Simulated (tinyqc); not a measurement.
Two-dimensional electron gas with Rashba and Dresselhaus coupling: sweeps and comparisons. A value that a table varies takes the place of the one given here.

H = c k^2/m + al (ky sx - kx sy) + b1 (kx sx - ky sy) + gam kx ky (kx sy - ky sx), s the Pauli matrices, x = [100], c = hbar^2/2m0, b1 = gam (pi/L)^2 (hard walls). H = c k^2/m + B.s, so E = c k^2/m -/+ |B| and the lower state has its spin along -B.

Constants: hbar^2/2m0 = 3.80998211 eV angstrom^2.

Parameters, chosen for this exercise (of the size met in GaAs; shifted at random, so the results belong to these values and not to a real crystal): m = 0.0624 m0 (mass); al = 0.012 eV angstrom (Rashba constant); gam = 11.8 eV angstrom^3 (bulk Dresselhaus constant); L = 88 angstrom (width of the (001) well); n = 8 1e11/cm^2 (sheet density (one subband filled)).

## Splitting and spin direction around the circle

At |k| = k0 = sqrt(2 pi n), 1e11/cm^2 = 1e-5/angstrom^2.

Around the circle:
```
phi (deg),Bx (meV),By (meV),splitting (meV),lower spin (deg)
0.0,0.3372,-0.2690,0.8627,141.4
22.5,0.3965,-0.3342,1.0370,139.9
45.0,0.3816,-0.3816,1.0794,135.0
67.5,0.3342,-0.3965,1.0370,130.1
90.0,0.2690,-0.3372,0.8627,128.6
112.5,0.1630,-0.1906,0.5015,130.5
135.0,-0.0012,-0.0012,0.0033,45.0
157.5,-0.1906,0.1630,0.5015,-40.5
```

The splitting runs from 0.0033 meV at 135 to 1.0794 meV at 45 degrees. Along [110] it is 2 k |al + b1 - 2 b3| and along [-110] 2 k |al - b1 + 2 b3|, b3 = gam k^2/4. From 0 to 90 degrees the spin turns against k (-13 degrees), the sense of the linear Dresselhaus term on the axes.

## Tuning the Rashba term through the balance point

al = f (b1 - b3) at k0 = sqrt(2 pi n), b3 = gam k0^2/4. Helix wavelength along [110]: 2 pi c/(m |al + b1 - b3|). Dyakonov-Perel rates are proportional to the mean squares of the first harmonics: for spin along z, al^2 + (b1 - b3)^2; for the most protected in-plane spin, (al - (b1 - b3))^2/2 (third harmonic left out); both are given over (b1 - b3)^2.

Against f:
```
f,al (meV angstrom),wavelength (micron),"rate, z","rate, in plane"
0.00,0.000,2.830,1.000,0.5000
0.25,3.389,2.264,1.062,0.2812
0.50,6.778,1.887,1.250,0.1250
0.75,10.167,1.617,1.562,0.0312
0.90,12.200,1.489,1.810,0.0050
1.00,13.556,1.415,2.000,0.0000
1.25,16.945,1.258,2.562,0.0312
2.00,27.112,0.943,5.000,0.5000
```

At f = 1, al = 13.56 meV angstrom, the first harmonic points along one axis for all k and the listed in-plane rate vanishes; the helix would have wavelength 1.41 micron. The third harmonic, b3/(b1 - b3) = 0.11, is small and sets its lifetime. The uniform z spin still relaxes there, twice as fast as at f = 0.

## What each parameter does

Splittings 2|B| at k0 = sqrt(2 pi n) along [100], [110] and [-110], and E0 = c k0^2/m; 1e11/cm^2 = 1e-5/angstrom^2. Each row changes one parameter from the base and keeps the others.

Results:
```
case,[100] (meV),[110] (meV),[-110] (meV),E0 (meV)
base,0.8627,1.0794,0.0033,30.69
m = 0.06864 m0,0.8627,1.0794,0.0033,27.90
al = 0.0144 eV angstrom,0.9336,1.1871,0.1043,30.69
gam = 14.16 eV angstrom^3,0.9718,1.1877,0.1116,30.69
L = 108 angstrom,0.7000,0.8528,0.2233,30.69
n = 12 1e11/cm^2,1.0566,1.2406,0.0774,46.04
```

The largest shifts from the base row, up to three for each result and ties (the steps differ in size, so this ranks the rows, not the parameters). [100] (meV): n +0.1939, L -0.1627, gam +0.1091; unchanged at the printed digits by m. [110] (meV): L -0.2266, n +0.1612, gam +0.1083; unchanged at the printed digits by m. [-110] (meV): L +0.2201, gam +0.1083, al +0.1010; unchanged at the printed digits by m. E0 (meV): n +15.35, m -2.79; unchanged at the printed digits by al, gam and L.

(tinyqc, `OMP_NUM_THREADS=1 python tinyqc.py 1481854 1481855 out.jsonl`, Intel(R) Xeon(R) Processor @ 2.30GHz, 1 thread, shared host, about 0.01 s.)
